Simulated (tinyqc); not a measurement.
Spin coating of a resist or spin-on film: centrifugal thinning, evaporation and the final thickness (Emslie and Meyerhofer models): one step, computed by the program tinyqc. Command: `OMP_NUM_THREADS=1 python tinyqc.py 3111468 3111469 out.jsonl spincoat walk`. One thread of a shared host (Intel(R) Xeon(R) Processor @ 2.30GHz), about 0.07 s of CPU time with the checks.

A Newtonian film stays uniform over the wafer; solvent and solids have the same density and the concentration is uniform through the thickness.

Question. Rates. omega = 2 pi f/60; nu(c) = nu_s + k c^gamma; evaporation rate e = e0 sqrt(f/1000 rpm). Flow constant K = 2 omega^2/(3 nu(c0)); Reynolds number of the air omega R^2/nu_air with nu_air = 15 mm^2/s.

Inputs (values chosen for the exercise, of the order of those of a polymer resist in an ester solvent):
```
quantity,value,unit
solids volume fraction c0,0.31,-
kinematic viscosity of the solvent nu_s,1.8,mm^2/s
viscosity constant k,3300,mm^2/s
viscosity exponent gamma,3.1,-
spin speed f,6000,rpm
evaporation rate at 1000 rpm e0,0.076,micrometre/s
wafer radius R,100,mm
```

Give: omega; nu(c0); evaporation rate e; flow constant K; Reynolds number of the air.

Answer.

omega = 628.32 1/s

nu(c0) = 89.245 mm^2/s

evaporation rate e = 0.18616 micrometre/s

flow constant K = 0.0029491 1/(micrometre^2 s)

Reynolds number of the air = 4.1888e+05

Caution: above a Reynolds number of about 3e5 the air flow near the rim turns turbulent, and evaporation is no longer uniform.
